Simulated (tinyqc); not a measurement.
# Four-point probe, van der Pauw, Hall and spreading-resistance readings of a semiconductor layer, step by step

A worked calculation. Computed by tinyqc, a small Python program that keeps every step. Command: `OMP_NUM_THREADS=1 python tinyqc.py 3112932 3112933 out.jsonl probe walk`. One thread of a shared host (Intel(R) Xeon(R) Processor @ 2.30GHz), about 0.01 s of CPU time with the checks. Intermediate numbers are printed to about 5 digits and carried at full precision; extremes and crossings named in words are read from the listed rows.

The layer is uniform and ohmic; contacts are points unless a radius is given.

Inputs (values chosen for the exercise, modelled on n-type silicon): carrier density n = 2.1e+16 1/cm^3; drift mobility mu = 1200 cm^2/(V s); layer thickness t = 220 micrometre; probe spacing s = 0.5 mm; current I = 2 mA; side ratio a/b of the van der Pauw rectangle = 1.3; magnetic field B = 0.22 T; Hall factor r_H = 1.2; wafer diameter over spacing D/s = 49.

Backing of the layer: insulating.

Constants: e = 1.602176634e-19 C.

## Resistivity and sheet resistance

rho = 1/(e n mu); R_s = rho/t.

resistivity rho = 0.24768 ohm cm

sheet resistance R_s = 11.258 ohm/square

## Four-point voltage

Collinear probes with equal spacing on a layer with insulating backing: images at depth 2 m t give V = (rho I/(2 pi s)) G, G = 1 + 4 sum_(m>=1) [1/sqrt(1 + (2 m u)^2) - 1/sqrt(4 + (2 m u)^2)], u = t/s; the sum runs to m = 20000, with the tail 3/(32 u^3 M^2) added to the sum for M = 20000. Limits: thick, rho = 2 pi s V/I; thin on an insulator, rho = (pi/ln 2) t V/I.

t/s = 0.44

G = 3.1540

voltage V = 4.9731 mV

rho by the thick formula = 0.78118 ohm cm

rho by the thin formula = 0.24794 ohm cm

The thick formula is off by +215.4 % and the thin one by +0.1 %.

## Thickness correction

The last two columns give rho(formula)/rho for rho = 2 pi s V/I and rho = (pi/ln 2) t V/I.

Correction against t/s:
```
t/s       G  thick formula  thin formula
0.1  13.863         13.863        1.0000
0.2   6.931          6.931        1.0000
0.3   4.621          4.621        1.0000
0.5   2.780          2.780        1.0026
0.7   2.017          2.017        1.0187
1.0   1.504          1.504        1.0852
1.5   1.197          1.197        1.2955
2.0   1.094          1.094        1.5781
3.0   1.031          1.031        2.2304
5.0   1.007          1.007        3.6319
```

The thin formula holds to 1 % up to t/s = 0.5 and the thick one holds to 1 % from t/s = 5.

## Finite wafer

For a thin circular wafer probed at its centre, R_s = C V/I with C = pi/(ln 2 + ln[((D/s)^2 + 3)/((D/s)^2 - 3)]).

factor C = 4.5161

error if pi/ln 2 is used = 0.36052 %

## The two van der Pauw resistances

Thin rectangle with point contacts at the corners; for R_B current and voltage contacts lie along the two sides of length a, for R_A along those of length b: exp(-pi R_A/R_s) = (theta_4/theta_3)^4, exp(-pi R_B/R_s) = (theta_2/theta_3)^4 with q = exp(-pi a/b), theta_2 = 2 sum_(m>=0) q^((m + 1/2)^2), theta_3 = 1 + 2 sum_(m>=1) q^(m^2), theta_4 = 1 + 2 sum_(m>=1) (-1)^m q^(m^2).

R_A = 0.96585 ohm

R_B = 5.1705 ohm

ratio R_B/R_A = 5.3533

## Solving the van der Pauw equation

Solve exp(-pi z R_A) + exp(-pi z R_B) = 1 for z = 1/R_s by seven Newton steps from z = 2 ln 2/(pi (R_A + R_B)); f = R_s 2 ln 2/(pi (R_A + R_B)).

Steps:
```
step  1/z (ohm)  left side less 1
0        13.906        1.1492e-01
1        11.461        9.7599e-03
2        11.260        8.5497e-05
3        11.258        6.6910e-09
4        11.258                 0
5        11.258                 0
6        11.258                 0
```

R_s found = 11.258 ohm/square

correction f = 0.80958

Averaging R_A and R_B without f would overstate R_s by 23.5 %.

## Hall reading

V_H = r_H I B/(e n t); apparent density n/r_H; Hall mobility r_H mu; Hall angle tan = r_H mu B (SI).

Hall voltage = 0.71332 mV

apparent density = 1.75e+16 1/cm^3

Hall mobility = 1440 cm^2/(V s)

tangent of the Hall angle = 0.03168

Checks made by the program: thin limit of G, 2 ln 2/u at u = 0.02 (relative difference below 1e-10); R_s recovered (relative difference below 1e-10).
